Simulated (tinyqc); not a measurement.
# Threshold-voltage variability of a planar MOSFET, analytic estimates: what changes with what

Three independent sources add in quadrature: random dopants in the depleted layer, metal-gate grains of two orientations, and roughness of the two gate edges acting through the roll-off VT = VT(long) - Vr exp(-L/l). These are first-order estimates: no three-dimensional electrostatics, no percolation.

Values chosen for this exercise; material values close to those of silicon: temperature T = 273 K; band gap Eg = 1.1 eV; relative permittivity of the semiconductor eps_r = 11.6; conduction-band density of states at T Nc = 2.39e19 cm^-3; valence-band density of states at T Nv = 2.27e19 cm^-3; channel doping Na = 1.8e18 cm^-3; oxide-equivalent thickness in inversion ti = 1.6 nm; gate length L = 25 nm; gate width W = 100 nm; metal grain size G = 10 nm; work-function difference of the two grain orientations dW = 0.1 eV; share of the orientation of higher work function p = 0.6; rms roughness of one gate edge De = 1.7 nm; correlation length of the roughness La = 20 nm; decay length of the threshold roll-off l = 4.2 nm; prefactor of the roll-off Vr = 1.3 V.

Constants: q = 1.602176634e-19 C, kB = 1.380649e-23 J/K, Vt = kB T/q, eps0 = 8.8541878128e-14 F/cm where lengths are in cm. Results are converted to the units shown.

Each table varies one quantity; the others keep the values above.

## Effect of the channel doping

ni = sqrt(Nc Nv) exp(-Eg/(2 Vt)), Eg in volts; Cox = 3.9 eps0/ti; Wd = sqrt(4 eps0 eps_r Vt ln(Na/ni)/(q Na)); dopants: s1 = (q/Cox) sqrt(Na Wd/(3 L W)). Grains: Ng = L W/G^2 (at least 1), s2 = dW sqrt(p (1 - p)/Ng). Edges, with exponential correlation and u = W/La: the mean gate length has sL^2 = 2 De^2 (2/u)[1 - (1 - exp(-u))/u]; s3 = sL (Vr/l) exp(-L/l). s = sqrt(s1^2 + s2^2 + s3^2). l and Vr are held fixed.

The same in every row: s2 (mV) = 9.798; s3 (mV) = 1.095.

Effect of the channel doping:

| Na (cm^-3) | s1 (mV) | s (mV) | s sqrt(L W) (mV um) |
|---|---|---|---|
| 1.5e17 | 9.728 | 13.85 | 0.6925 |
| 2.6e17 | 11.25 | 14.96 | 0.7478 |
| 4.7e17 | 13.14 | 16.43 | 0.8214 |
| 8.2e17 | 15.21 | 18.12 | 0.9062 |
| 1.5e18 | 17.82 | 20.36 | 1.018 |
| 2.6e18 | 20.58 | 22.82 | 1.141 |
| 4.5e18 | 23.76 | 25.72 | 1.286 |
| 8e18 | 27.61 | 29.32 | 1.466 |

As Na goes from 1.5e17 to 8e18 cm^-3, s rises from 13.9 to 29.3 mV. The largest source is the grains in the first row and the dopants in the last. s1 goes on average as Na^(0.26), near the 1/4 expected from Na Wd. For Na = 1.5e17 to 1.5e18 cm^-3 the depletion depth exceeds L, so source and drain share much of the charge and s1 is rough.

## Effect of the oxide-equivalent thickness in inversion

Same model as above.

l and Vr are held fixed.

The same in every row: s2 (mV) = 9.7980; s3 (mV) = 1.0952.

Results:

| ti (nm) | s1 (mV) | s (mV) | s sqrt(L W) (mV um) |
|---|---|---|---|
| 0.8 | 9.3457 | 13.585 | 0.67923 |
| 1.2 | 14.019 | 17.138 | 0.85691 |
| 1.6 | 18.691 | 21.132 | 1.0566 |
| 2.4 | 28.037 | 29.720 | 1.4860 |
| 2.8 | 32.710 | 34.163 | 1.7082 |
| 3.2 | 37.383 | 38.661 | 1.9330 |

Estimate the missing row, ti = 2 nm.

Computed row:

| ti (nm) | s1 (mV) | s (mV) | s sqrt(L W) (mV um) |
|---|---|---|---|
| 2 | 23.364 | 25.359 | 1.2680 |

With this row back in the table: As ti goes from 0.8 to 3.2 nm, s rises from 13.6 to 38.7 mV. The largest source is the grains in the first row and the dopants in the last. s1 goes on average as ti^(1.00). In every row the depletion depth exceeds L, so source and drain share much of the charge and s1 is rough.

## Scaling length and width together

Same model as above.

l and Vr are held fixed. W = 4 L in every row; l is held fixed.

Scaling length and width together:

| L (nm) | s1 (mV) | s2 (mV) | s3 (mV) | s (mV) | s sqrt(L W) (mV um) |
|---|---|---|---|---|---|
| 16 | 29.21 | 15.31 | 10.91 | 34.73 | 1.111 |
| 20 | 23.36 | 12.25 | 3.908 | 26.67 | 1.067 |
| 24 | 19.47 | 10.21 | 1.411 | 22.03 | 1.057 |
| 30 | 15.58 | 8.165 | 0.3101 | 17.59 | 1.055 |
| 37 | 12.63 | 6.620 | 0.05372 | 14.26 | 1.055 |
| 45 | 10.38 | 5.443 | 0.007351 | 11.72 | 1.055 |
| 55 | 8.496 | 4.454 | 6.217e-4 | 9.593 | 1.055 |

What does the comparison show?

As L goes from 16 to 55 nm, s falls from 34.7 to 9.59 mV. The dopants are the largest source in the first and the last row. The product s sqrt(L W) falls from 1.11 to 1.06 mV um: s1 and s2 go as 1/sqrt(L W), so the change comes from s3 alone. For L = 16 to 24 nm the depletion depth exceeds L, so source and drain share much of the charge and s1 is rough.

Numbers from tinyqc (`OMP_NUM_THREADS=1 python tinyqc.py 2090128 2090129 out.jsonl`; about 0.02 s on one thread of a shared Intel Xeon 2.30GHz).
